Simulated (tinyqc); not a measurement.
Input admittance of a MOSFET at zero drain bias: distributed channel and distributed gate: one step of the calculation.

Source and drain grounded, strong inversion, w = 2 pi f, Cox = eps0 eox/tox. The channel is an RC line of resistance 1/(mu Cox Vo) per square fed from both ends, so one finger has the intrinsic admittance y = i w Cox L tanh(g)/g per width, g = (1/2) sqrt(i w tau), tau = L^2/(mu Vo). The vertical resistance rv/L is in series with y, the overlaps 2 i w Cov in parallel: y_t = 1/(1/y + rv/L) + 2 i w Cov. The gate strip is a line of Rsh/L per length loaded by y_t, so a finger has Y = y_t Wf tanh(k)/k, k = (Wf/sd) sqrt(y_t Rsh/L); the device has Nf Y.

Question. Input impedance of the device. k and Y as defined; Z = 1/(Nf Y) = R + 1/(i w C); Q = |Im Z|/R; signal at the point farthest from a contact |1/cosh k|.

Parameters, values chosen for the exercise; values of the order met in silicon radio-frequency transistors: channel length L = 0.97 um; finger width Wf = 0.95 um; number of fingers Nf = 8; sheet resistance of the gate Rsh = 6 ohm/square; number of ends at which a finger is contacted sd = 2; frequency f = 1.8 GHz.

y_t = 19.24614+113.34899i uS/um

Find: k; Nf Y; R; C; Q; signal at the far point.

Answer.

k = (9.678+8.173i) x 1e-3
Nf Y = 0.1463+0.8614i mS
R = 191.6 ohm
C = 78.37 fF
Q = 5.888
signal at the far point = 1.000

Numbers from tinyqc (`OMP_NUM_THREADS=1 python tinyqc.py 2262133 2262134 out.jsonl`; about 0.01 s on one thread of a shared Intel Xeon 2.30GHz).
